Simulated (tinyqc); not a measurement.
Worked calculation: classical nucleation, growth and JMAK kinetics of crystallisation from a melt or glass. Computed by tinyqc, a small Python program that keeps every step. Command: `OMP_NUM_THREADS=1 python tinyqc.py 3002474 3002475 out.jsonl nucl walk`. One thread of a shared host (Intel(R) Xeon(R) Processor @ 2.30GHz), about 0.01 s of CPU time with the checks. Intermediate numbers are printed to about 5 digits and carried at full precision; extremes and crossings named in words are read from the listed rows.

A spherical nucleus cap on a flat wall with a sharp interface of isotropic energy gamma; lambda = Omega^(1/3) is the jump distance.

Inputs (values chosen for the exercise, for a model substance):

| quantity | value | unit |
|---|---|---|
| melting point T_m | 1100 | K |
| heat of melting per volume H | 2270 | J/cm^3 |
| interface energy gamma | 0.204 | J/m^2 |
| atomic volume Omega | 17.5 | angstrom^3 |
| temperature T | 730 | K |
| diffusion prefactor D0 | 5.6e-07 | m^2/s |
| activation energy Q | 1.28 | eV |
| contact angle theta | 135 | degrees |
| wall area per volume S_v | 49000 | 1/m |
| time t | 0.0034 | s |

Nucleation: on a flat wall. Driving force: Thompson-Spaepen.

Constants: e = 1.602176634e-19 C; k_B = 1.380649e-23 J/K; k_B = 8.617333262e-05 eV/K.

## Critical nucleus

Driving force per volume: dG = H [(T_m - T)/T_m] [2 T/(T_m + T)]. Shape factor f = (2 + cos theta)(1 - cos theta)^2/4. W(r) = f [4 pi r^2 gamma - (4/3) pi r^3 dG]; r* = 2 gamma/dG; W* = f 16 pi gamma^3/(3 dG^2); n* = f (4/3) pi r*^3/Omega.

driving force dG = 609.17 J/cm^3

shape factor f = 0.94194

critical radius r* = 0.66977 nm

barrier W* = 2.2536 eV

atoms in the nucleus n* = 67.740

W*/(k_B T) = 35.825

The wall leaves r* unchanged and cuts the barrier to 94.2 % of the homogeneous value. W* equals n* Omega dG/2 = 2.254 eV.

## Steady nucleation rate

D = D0 exp(-Q/(k_B T)); attachment rate k+ = (A*/lambda^2) D/lambda^2 with A* = 2 pi r*^2 (1 - cos theta); Zeldovich factor Z = sqrt(W*/(3 pi k_B T))/n*; sites per volume N = S_v/lambda^2; I = N Z k+ exp(-W*/(k_B T)); lag time = 1/(4 pi Z^2 k+).

diffusivity D = 8.1530e-16 m^2/s

attachment rate k+ = 8.6342e+05 1/s

Zeldovich factor Z = 0.028781

sites N = 7.2695e+23 1/m^3

nucleation rate I = 4.9926e+12 1/(m^3 s)

lag time = 1.1126e-04 s

A rise of gamma by 5 % would change I by a factor of about exp(-W*/(k_B T) (1.05^3 - 1)) = 0.0035. Caution: homogeneous nucleation, left out here, would be as fast or faster: the wall offers too few sites or too small a cut in the barrier.

## Growth velocity

Growth (Wilson-Frenkel): u = (D/lambda) [1 - exp(-dG Omega/(k_B T))]. D = D0 exp(-Q/(k_B T)).

growth velocity u = 2.0498e-06 m/s

## Fraction transformed and grain size

JMAK with steady nucleation and growth, nuclei spread at random: extended fraction X_e = (pi/3) I u^3 t^4, X = 1 - exp(-X_e); t_X = [-3 ln(1 - X)/(pi I u^3)]^(1/4); final grains per volume = Gamma(5/4) (3/pi)^(1/4) (I/u)^(3/4), Gamma(5/4) = 0.9064024771. Grain size = (grains per volume)^(-1/3).

extended fraction = 6.0176e-15

fraction X at t = 6.0176e-15

half time t_0.5 = 11.139 s

grains per volume = 5.5242e+13 1/m^3

grain size = 26.257 micrometre

t is 3.1e-4 half times: nearly nothing has crystallised. Caution: homogeneous nucleation, left out here, would be as fast or faster.

## Nose of the time-temperature curve

JMAK with steady nucleation and growth, nuclei spread at random: extended fraction X_e = (pi/3) I u^3 t^4, X = 1 - exp(-X_e); t_X = [-3 ln(1 - X)/(pi I u^3)]^(1/4); final grains per volume = Gamma(5/4) (3/pi)^(1/4) (I/u)^(3/4), Gamma(5/4) = 0.9064024771. The nose is the T between 0.3 and 0.97 T_m where I u^3 is largest; the time is for X = 1e-6, and the critical cooling rate is estimated as (T_m - T_nose)/t_nose.

nose temperature = 745.29 K

nose time = 0.37152 s

critical cooling rate = 954.76 K/s

The nose lies at 0.68 T_m. The melt vitrifies at modest cooling rates.

## Nucleation and growth against temperature

Grain size = (grains per volume)^(-1/3). Rows are kept where W*/(k_B T) < 70.

Rates:

| T (K) | W*/(k_B T) | I (1/(m^3 s)) | u (m/s) | t_0.5 (s) | grain size (micrometre) |
|---|---|---|---|---|---|
| 550 | 30.818 | 1.1017e+12 | 3.3223e-09 | 2011.9 | 7.6867e+00 |
| 605 | 30.523 | 1.6440e+13 | 3.6630e-08 | 169.2 | 7.1266e+00 |
| 660 | 31.706 | 3.7302e+13 | 2.6473e-07 | 31.3 | 9.5206e+00 |
| 715 | 34.639 | 1.0774e+13 | 1.3737e-06 | 12.4 | 1.9601e+01 |
| 770 | 40.072 | 2.0019e+11 | 5.4471e-06 | 12.0 | 7.4917e+01 |
| 825 | 49.715 | 4.5382e+07 | 1.7213e-05 | 41.1 | 8.1402e+02 |
| 880 | 67.716 | 2.0602e+00 | 4.4413e-05 | 1383.9 | 7.0680e+04 |

Among these rows I peaks at 660 K, u at 880 K and the change is fastest at 770 K, between the two. Growth has no barrier W*, so it peaks nearer T_m than nucleation. The grain size goes as (u/I)^(1/4), from 7.7 micrometre at the lowest T to 71000 at the highest. Caution: grain sizes above a centimetre mean that a sample waits for single nuclei, and the half time has no meaning there.

Checks made by the program: r* and W* against a numerical maximum of W(r) (relative difference 4e-09).
